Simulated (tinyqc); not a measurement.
Doping and offset from the band bending.

Inverse problem. An n-N heterojunction in equilibrium with Boltzmann electrons and no holes obeys er1 N1 g(u1/Vt) = er2 N2 g(-u2/Vt), g(t) = exp(t) - t - 1, where u1 = psi_j - psi_L and u2 = psi_R - psi_j, and u1 + u2 = dEc + Vt ln(N2 Nc1/(N1 Nc2)). Find N2 and dEc.

Inputs (values chosen for the exercise); band and dielectric values close to those of InP and InAlAs:
```
symbol,value,unit,meaning
T,300,K,temperature
er1,12.4,,relative permittivity of material 1
Nc1,5.77e17,cm^-3,conduction-band density of states of material 1
er2,12.6,,relative permittivity of material 2
Nc2,5.03e17,cm^-3,conduction-band density of states of material 2
N1,6.9e15,cm^-3,donor density of material 1
```

Constants: q = 1.602176634e-19 C, kB = 1.380649e-23 J/K, Vt = kB T/q. Results are converted to the units shown.

bending psi_j - psi_L = 0.058182356 V
bending psi_R - psi_j = 0.20260044 V

Answer. Continuity of D gives N2 directly; the sum of the bendings then gives the offset.

N2 = 6.200e15 cm^-3
dEc = 0.2600 eV

Numbers from tinyqc (`OMP_NUM_THREADS=1 python tinyqc.py 2040041 2040042 out.jsonl`; about 0.02 s on one thread of a shared Intel Xeon 2.30GHz).
